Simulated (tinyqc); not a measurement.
Inside a calculation. Method: one-electron ion in a basis of Gaussians. One step of it, computed by the program tinyqc.

Question. Generalised eigenproblem. Solve H C = S C e through S^(-1/2); each column has its largest component positive (the first on a tie).

H = T + V (hartree), lower triangle:
```
           1          2          3          4
1  -0.384849
2  -0.382827  -0.438159
3  -0.328674  -0.428437  -0.465498
4  -0.249405  -0.369113  -0.441000  -0.430559
```

S, lower triangle:
```
          1         2         3         4
1  1.000000
2  0.889225  1.000000
3  0.634433  0.889145  1.000000
4  0.377349  0.634614  0.889359  1.000000
```

Give: eigenvalues of S; eigenvalues; coefficients.

Answer.

eigenvalues of S: 0.0057  0.0881  0.7278  3.1784

eigenvalues (hartree): -0.4921  -0.2720  -0.0518  0.3332

coefficients:
```
         1        2        3        4
1  -0.0081   1.8801  -2.7236   2.4227
2   0.6761  -1.5426   4.9497  -7.1210
3  -0.1584   0.7042  -2.3102   8.4997
4   0.6079  -0.7129  -0.3323  -3.9826
```

For Z = 3 and l = 2 the exact lowest level is -Z^2/(2 n^2) with n = l + 1: -0.500000 hartree.
